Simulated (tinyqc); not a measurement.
Inside a calculation. Method: Hubbard chain of 2 sites. Computed by tinyqc, a small Python program that keeps every step. Settings: hopping = 0.91, U = 7.6, mixing = 1, iteration cap = 73. Command: `OMP_NUM_THREADS=1 python tinyqc.py 21825 21826 out.jsonl` (the two numbers bound the seeds that draw the settings). One thread of a shared host (Intel(R) Xeon(R) Processor @ 2.60GHz), about 0.3 s of CPU time with the checks. Later iterations appear only in the table of the cycle.

## Mean-field iteration 1

one-body matrix (hopping and site energies) (eV):
```
           1          2
1   0.580000  -0.910000
2  -0.910000   0.740000
```

U = 7.600000 eV

electrons, up and down: 1  1

mixing = 1

n(up) at the start (a guess, not normalised): 1 0.550000, 2 0.450000

n(down) at the start (a guess): 1 0.450000, 2 0.550000

H(up) = T + U n(down), H(down) = T + U n(up); fill the lowest levels; n(new) = n + mixing (n(out) - n); E = tr T (rho up + rho down) + U sum n_up n_down of the output.

levels, up (eV): 3.440343  5.479657

levels, down (eV): 3.501825  5.418175

energy = 2.895835 eV

n(up) after iteration 1: 1 0.725566, 2 0.274434

n(down) after iteration 1: 1 0.343452, 2 0.656548

## Mean-field iteration 2

As before.

levels, up (eV): 2.897824  6.022176

levels, down (eV): 2.589427  6.330573

energy = 1.453509 eV

n(up) after iteration 2: 1 0.906408, 2 0.093592

n(down) after iteration 2: 1 0.063155, 2 0.936845

## Convergence

Each step fills the lowest levels of T + U n(other spin) and sets n(new) = n + mixing (n(out) - n); stop when output and input agree to 1e-8.

Course of the cycle:
```
iteration      E (eV)  largest |n(out) - n(in)|  mean |n_up - n_down|
1          2.89583457                  1.76e-01              0.382114
2          1.45350917                  2.80e-01              0.843253
3          1.10696787                  7.66e-02              0.961588
4          1.10200741                  6.09e-03              0.970337
5          1.10198763                  3.36e-04              0.970837
6          1.10198756                  2.05e-05              0.970866
7          1.10198756                  1.11e-06              0.970868
8          1.10198756                  6.73e-08              0.970868
9          1.10198756                  3.65e-09              0.970868
```

local moments n_up - n_down: 1 0.970868, 2 -0.970868

Converged in 9 iterations. Before convergence this energy mixes input and output and is not variational, so it may rise towards its limit.

## The many-body Hamiltonian

Basis: all placements (u, d, 2, 0 on each site), up operators ordered before down ones; hops carry the sign of the same-spin electrons passed.

H (eV), lower triangle:
```
           20         ud         du        02
20   8.760000
ud  -0.910000   1.320000
du  -0.910000   0.000000   1.320000
02   0.000000  -0.910000  -0.910000  9.080000
```

## Exact diagonalisation (4 states)

Lowest levels of the sector, and the double occupancy of the lowest state.

lowest levels (eV): 0.906484  1.320000  8.867861  9.385656

double occupancy per site = 0.024554

The mean-field solution above lies 0.1955 eV above the exact energy.
